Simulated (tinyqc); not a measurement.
Geometry alone against geometry with stress: oxidation of curved silicon (wires and holes): cylindrical Deal-Grove kinetics with stress-retarded reaction. Computed by tinyqc, a small Python program. Command: `OMP_NUM_THREADS=1 python tinyqc.py 3021254 3021255 out.jsonl wireox walk`. One thread of a shared host (Intel(R) Xeon(R) Processor @ 2.30GHz), about 0.02 s of CPU time with the checks.

Silicon fills r < a and oxide a < r < b. One volume of silicon gives 2.25 volumes of oxide, and the length is fixed.

Inputs (values chosen for the exercise, close to those used for silicon in dry oxygen): prefactor B0 = 823 um^2/h; activation energy E_B = 1.23 eV; prefactor (B/A)0 = 5.23e+06 um/h; activation energy E_A = 1.99 eV; starting silicon radius a0 = 8.7 nm; starting oxide x_i = 2 nm; viscosity prefactor eta0 = 1.5e-08 Pa s; viscosity energy E_eta = 5.5 eV; critical shear stress s_c = 85 MPa; activation volume V_k = 10 angstrom^3; temperature T = 875 C; time t = 0.99 h.

Shape: wire (convex).

Constants: k_B = 8.617333262e-05 eV/K.

Method:
- B = B0 exp(-E_B/(k_B T)), B/A = (B/A)0 exp(-E_A/(k_B T)), eta = eta0 exp(E_eta/(k_B T)); 1 um = 1000 nm.
- Temperatures in kelvin are T(C) + 273.15.
- Geometry: b^2 = b0^2 + 1.25 (a0^2 - a^2), b0 = a0 + x_i.
- Rate of oxide made per interface area: q = 1/[1/k + 2 a |ln(b/a)|/B], and |da/dt| = q/2.25. Reaction k = (B/A) exp(-sigma V_k/(k_B T)). New oxide pushes the old with radial speed u = 1.25 |da/dt| at r = a; the shear stress at radius r is s_c asinh(z a^2/r^2), z = 2 eta u/(a s_c) (Eyring flow), and the compressive normal stress at the interface is sigma = |int_a^b 2 s/r dr| = s_c |F(z) - F(z a^2/b^2)|, F(y) = int_0^y asinh(w)/w dw. q and sigma are solved together. 1 MPa angstrom^3 = 6.241509e-6 eV.
- Integrate da/dt adaptively (tolerance 1e-8); a wire counts as consumed at a = 0.5 nm and a hole as closed at b = 0.5 nm. Planar reference: x^2 + A x = B t + x_i^2 + A x_i, A = B/(B/A).
- A dash marks a stress-free run that has consumed the wire or closed the hole.

B = 3283.54 nm^2/h

B/A = 9.62592 nm/h

low-stress viscosity eta = 2.08073e+16 Pa s

k_B T = 0.0989399 eV

Oxide thickness (nm):
```
t (h)   planar  curved, no stress  curved, with stress  a (nm)  sigma (MPa)
0.0297   2.282              2.252               2.1932  8.6037        444.8
0.0990   2.939              2.826               2.6197  8.3876        529.0
0.1980   3.874              3.615               3.1779  8.0976        639.0
0.3960   5.727              5.100               4.1524  7.5714        831.9
0.6930   8.472              7.133               5.3576  6.8842       1075.9
0.9900  11.175              8.973               6.3481  6.2882       1285.1
1.4850  15.593             11.688               7.6758  5.4422       1586.2
1.9800  19.909                  -               8.7245  4.7329       1850.1
```

At 1.49 h the thickness is 0.750 of the planar value from geometry alone and 0.492 with stress. On a wire the new oxide spreads over a larger circumference, which thins it, while the oxidant converges on a smaller interface. Stress and geometry both count. Caution: rows with a normal stress above about 1.5 GPa lie beyond the range of a viscous flow law. Caution: elasticity of the oxide, stress-dependent diffusion and thin-oxide enhancement are left out.
